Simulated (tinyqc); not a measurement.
# Koster-Slater impurity in a tight-binding band, by Green functions and by supercells, step by step

A worked calculation. Computed by tinyqc, a small Python program that keeps every step. Command: `OMP_NUM_THREADS=1 python tinyqc.py 3019148 3019149 out.jsonl kosterslater walk`. One thread of a shared host (Intel(R) Xeon(R) Processor @ 2.30GHz), about 0.03 s of CPU time with the checks. Intermediate numbers are printed to about 6 digits and carried at full precision; extremes and crossings named in words are read from the listed rows.

One orbital per site, e(k) = -2 t sum cos(k_i) over 2 direction(s), band from -4 t to 4 t, lattice constant 1. One site has the extra energy U. Spin is left out.

Inputs (values chosen for the exercise, for a model band):
```
quantity                   value      unit
hopping t                    1.8        eV
impurity potential U        -5.4        eV
supercell edge N               2     sites
energy inside the band E    3.73        eV
broadening eta              0.27        eV
impurity concentration c  0.0009  per site
```

Lattice: square.

Constants: hbar = 6.582119569e-16 eV s.

## The host Green function outside the band

Outside the band G0(E) = (2/(pi E)) K(m), m = 16 t^2/E^2, K the complete elliptic integral with parameter m. A bound state solves 1/U = G0(E). Energies: 0.05, 0.2, 0.5, 1, 2, 4 and 8 t beyond the band edge on the side of U, rounded to four digits.

Scan on the side of U:
```
E (eV)  G0 (1/eV)  1/U - G0 (1/eV)
-7.29   -0.284161         0.098976
-7.56   -0.219991         0.034806
-8.10   -0.175686        -0.009499
-9.00   -0.141139        -0.044046
-10.80  -0.106673        -0.078512
-14.40  -0.074527        -0.110659
-21.60  -0.047669        -0.137516
```

G0 diverges at the band edge, so any U binds a state, exponentially weakly when U is small.

## The bound state

Bisection in ln(distance from the edge) between 1e-5 t and |U| + t. Weight on the impurity site: -1/(U^2 dG0/dE), by a central difference with step min(1e-4 t, distance/30). Decay length along an axis: 1/arccosh(1 + distance/(2 t)).

level E_b = -7.94174 eV

distance from the band edge = 0.741738 eV

weight on the impurity site = 0.520006

decay length = 1.58380 sites

The state is shared between the impurity and its surroundings.

## Green function inside the band

Inside the band G0(z), z = E + i eta, comes from the chain form 1/(sqrt(y - 2t) sqrt(y + 2t)) (principal roots) at y = z + 2 t cos k, averaged over k in (0, pi) with 200 Gauss-Legendre points.

G0(E + i eta) = 0.144126-0.185733i 1/eV

## Scattering

T = U/(1 - U G0); phase shift delta = -arg(1 - U G0) in (-pi, pi]; host density of states -Im G0/pi; on the impurity -Im[G0/(1 - U G0)]/pi; lifetime of a band state hbar/(-2 c Im T).

T matrix = -2.30380-1.29935i eV

phase shift delta = 0.513531 rad

host density of states = 0.0591205 1/eV

density of states on the impurity = 0.0141837 1/eV

scattering lifetime = 281.427 fs

The Born approximation would take Im T = U^2 Im G0 = -5.42 eV, 4.17 times the full value.

## The supercell Hamiltonian at Gamma

H_ij = -t for each bond from i to j, images included (two bonds add when N = 2); H_11 = U; sites are numbered with the last coordinate running fastest. Diagonalise.

H (eV), lower triangle (symmetric):
```
      1     2     3    4
1  -5.4
2  -3.6   0.0
3  -3.6   0.0   0.0
4   0.0  -3.6  -3.6  0.0
```

levels (eV): -9.34467  -2.37145  0.00000  6.31612

## The level in the supercell

In a periodic cell of N sites along each direction with Bloch vector K, the level solves 1/U = N^-d sum_k 1/(E - e(k)), k_i = (2 pi m_i + K_i)/N, m_i = 0..N-1; the outermost root on the side of U is taken (bisection). d is the number of directions. Gamma means K_i = 0, the zone corner K_i = pi, the quarter point K_i = pi/2. The error is measured against the isolated level E_b.

level at Gamma = -9.34467 eV

level at the corner = -5.4 eV

level at the quarter point = -7.59902 eV

error at Gamma = -1.40293 eV

width between Gamma and the corner = 3.94467 eV

Images turn the level into a band 3.94 eV wide; the quarter point misses the isolated level by 0.34 eV, far less than Gamma, because the leading hopping between images averages out there.

## Convergence with cell size

Even N; errors against the isolated level E_b, set to 0 below 1e-6 t.

Error of the level (eV):
```
N   sites         Gamma       corner  quarter point
2       4  -1.40293e+00  2.54174e+00    3.42718e-01
4      16  -2.91319e-01  3.42718e-01    1.73653e-02
6      36  -7.44137e-02  7.16312e-02    1.16599e-03
8      64  -1.89602e-02  1.73653e-02    8.23585e-05
12    144  -1.23031e-03  1.16599e-03              0
16    256  -8.40987e-05  8.23585e-05              0
```

The error at Gamma falls exponentially, between the last two resolved rows by exp(-0.671) per site against 1/(decay length) = 0.631; the rest is the power-law prefactor of the Green function. Gamma and the corner err in opposite directions. Among the sizes listed an error below 1 meV is first reached at N = 16 at Gamma; at the quarter point N = 8 is enough.

## Phase shift across the band

delta/pi = -arg(1 - U G0)/pi counts the states added below E (Friedel); host DOS = -Im G0/pi, DOS on the impurity = -Im[G0/(1 - U G0)]/pi; 13 evenly spaced energies from -(band edge + |U| + 2t) to +(band edge + |U| + 2t).

Across the spectrum:
```
E (eV)  Re G0 (1/eV)  host DOS (1/eV)  DOS on the impurity (1/eV)  delta/pi
-16.2      -0.065146         0.000387                    0.000921  0.003224
-13.5      -0.080348         0.000609                    0.001899  0.005807
-10.8      -0.106523         0.001161                    0.006422  0.014753
-8.1       -0.173642         0.004584                    0.461480  0.284921
-5.4       -0.164812         0.049214                    0.069398  0.458295
-2.7       -0.135958         0.067568                    0.048800  0.427464
0.0         0.000000         0.131392                    0.022014  0.365764
2.7         0.135958         0.067568                    0.015636  0.185912
5.4         0.164812         0.049214                    0.011528  0.132407
8.1         0.173642         0.004584                    0.001219  0.012768
10.8        0.106523         0.001161                    0.000468  0.003981
13.5        0.080348         0.000609                    0.000296  0.002293
16.2        0.065146         0.000387                    0.000212  0.001546
```

delta/pi starts and ends near zero (+0.003 and +0.002): the impurity moves states but creates none. The level lies only 2.7 eta outside the band, so the broadening smears its step. delta/pi rises at the bound state below the band (-7.942 eV), reaches 0.46 among these rows (1 in the limit of small eta, just above the level) and is paid back by the top of the band.

Checks made by the program: G0 at the level by a direct sum over directions (relative difference below 1e-10); diagonalisation against the k sum (relative difference below 1e-10).
